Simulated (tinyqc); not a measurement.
Inside a calculation. Method: plane-wave Kohn-Sham cycle with exchange-only LDA in a layered model solid. Computed by tinyqc, a small Python program that keeps every step. Settings: points = 16, plane-wave index or count = 2, electrons = 2, k points = 4, area = 38.0, mixing = 0.1, iteration cap = 80, Kerker q0 = 0.58. Command: `OMP_NUM_THREADS=1 python tinyqc.py 24194 24195 out.jsonl` (the two numbers bound the seeds that draw the settings). One thread of a shared host (Intel(R) Xeon(R) Processor @ 2.60GHz), about 0.03 s of CPU time with the checks.

A solid whose potential varies along x alone (atomic units):
```
parameter,value
period a,10.300000
cross-section of the cell,38.000000
electrons per cell,2
grid points,16
"plane waves -n..n, n",2
k points,4
V1 in V1 cos(2 pi x/a),-0.620000
V2 in V2 cos(4 pi x/a),-0.020000
```

Stop when sqrt(dV sum R^2) is below 1e-8, dV = a A/N.

Course of the cycle:
```
iteration,E (hartree),norm of the residual
1,-1.04984549,1.29e-01
2,-1.03527637,1.21e-01
3,-1.02178554,1.14e-01
4,-1.00943781,1.07e-01
5,-0.99822253,1.01e-01
6,-0.98809040,9.46e-02
7,-0.97897304,8.89e-02
8,-0.97079384,8.36e-02
9,-0.96347414,7.86e-02
10,-0.95693676,7.39e-02
11,-0.95110802,6.96e-02
...,...,...
70,-0.90739783,2.34e-03
71,-0.90740387,2.21e-03
72,-0.90740967,2.09e-03
73,-0.90741523,1.98e-03
74,-0.90742054,1.87e-03
75,-0.90742560,1.77e-03
76,-0.90743040,1.67e-03
77,-0.90743495,1.58e-03
78,-0.90743924,1.50e-03
79,-0.90744330,1.41e-03
80,-0.90744711,1.34e-03
```

Can the last value be used, and what does the course show?

Not by the stop rule, although the second column moves by less than 1e-05 over the last three steps. Not converged within 80 iterations: the residual falls steadily but slowly, by a factor of about 0.95 a step. Reruns (cap 100 unless said): mixing 0.5, Kerker q0 1.0: not converged; mixing 0.3, Pulay depth 5: converged in 11 (E = -0.90750); the original settings with a cap of 400: converged in 295 (E = -0.90750).
